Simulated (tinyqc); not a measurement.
Biaxial strain splits the top of the valence band: sp3s* tight binding, strained.

sp3s* tight binding, nearest neighbours only: anion (a) at 0, cation (c) at a/4 (1,1,1), orbitals s, px, py, pz, s* on each; k in units of 2 pi/a. With phases e_j = exp(i (pi/2) k.n_j) for n = (1,1,1), (1,-1,-1), (-1,1,-1), (-1,-1,1): g0 = (e1+e2+e3+e4)/4, g1 = (e1+e2-e3-e4)/4, g2 = (e1-e2+e3-e4)/4, g3 = (e1-e2-e3+e4)/4. The diagonal holds the levels Esa, Epa, Exa (s*) and Esc, Epc, Exc. Anion-cation block: <sa|sc> = Vss g0; <sa|xc> = Vsapc g1; <xa|sc> = -Vscpa g1; <xa|xc> = Vxx g0; <xa|yc> = <ya|xc> = Vxy g3, <xa|zc> = <za|xc> = Vxy g2, <ya|zc> = <za|yc> = Vxy g1; <s*a|xc> = Vxapc g1; <xa|s*c> = -Vpaxc g1; y and z take g2 and g3 in place of g1; s-s* and s*-s* vanish.

Strain e moves each bond vector to d = (1 + e) d0 (no internal displacement for the diagonal strains used here) and k is given in fractions of the strained reciprocal cell, so the phases stay. Two-centre values Vss_sigma = Vss/4, Vsp_sigma = sqrt3 V/4 for each s-p and s*-p pair, Vpp_sigma = (Vxx + 2 Vxy)/4, Vpp_pi = (Vxx - Vxy)/4 are scaled by (d0/d)^eta and combined with the new direction cosines; the levels on the diagonal stay.

Parameters, chosen for this exercise (near a published set for InAs, fitted to gaps, whose masses and valley positions are rough; not measured data): Esa = -9.589 eV (s level of the anion); Epa = 0.913 eV (p level of the anion); Esc = -2.725 eV (s level of the cation); Epc = 3.746 eV (p level of the cation); Exa = 7.424 eV (s* level of the anion); Exc = 6.739 eV (s* level of the cation); Vss = -5.571 eV (s-s); Vxx = 1.83 eV (px-px); Vxy = 4.444 eV (px-py); Vsapc = 3.011 eV (s anion, p cation); Vscpa = 5.437 eV (s cation, p anion); Vxapc = 3.358 eV (s* anion, p cation); Vpaxc = 3.896 eV (p anion, s* cation); eta = 2.5 (scaling exponent); D001 = 1.08 (ratio -ezz/exx).

No spin-orbit coupling; k = 0; exx = eyy = e, ezz = -D001 e. The four bonds keep equal lengths, and the sums over them give Vxx(e) for px and py and Vzz(e) for pz; each level is the lower root of [[Epa, V], [V, Epc]], and the s level the upper root of the s block. The shear potential b follows from E(x,y) - E(z) = 3 b (exx - ezz), taken as the slope between e = -0.005 and 0.005.

Couplings and levels at Gamma (eV):
```
e,ezz,Vxx(e),Vzz(e),"E(x,y)",E(z),"E(x,y) - E(z) (meV)",upper s level
-0.020,0.0216,1.7308,2.1109,0.0930,-0.2126,305.6,0.4576
-0.010,0.0108,1.7814,1.9689,0.0536,-0.0960,149.5,0.4223
-0.005,0.0054,1.8059,1.8990,0.0343,-0.0396,73.9,0.4044
0.005,-0.0054,1.8535,1.7618,-0.0033,0.0689,-72.2,0.3680
0.010,-0.0108,1.8766,1.6943,-0.0217,0.1210,-142.7,0.3496
0.020,-0.0216,1.9211,1.5620,-0.0573,0.2209,-278.2,0.3123
```

b = -2.343 eV

Under tension in the plane (e > 0) the bonds tilt towards the plane, Vxx grows to 1.8766 and Vzz falls to 1.6943 eV at e = 0.01, and the pz state forms the top of the valence band, by 142.7 meV; under compression (e = -0.01) the px, py pair does, by 149.5 meV. The slope gives b = -2.34 eV, a rough value, since on-site strain terms are left out (measured values lie near -2 eV).

tinyqc: `OMP_NUM_THREADS=1 python tinyqc.py 1450206 1450207 out.jsonl`; about 0.06 s, one thread, shared Intel(R) Xeon(R) Processor @ 2.30GHz.
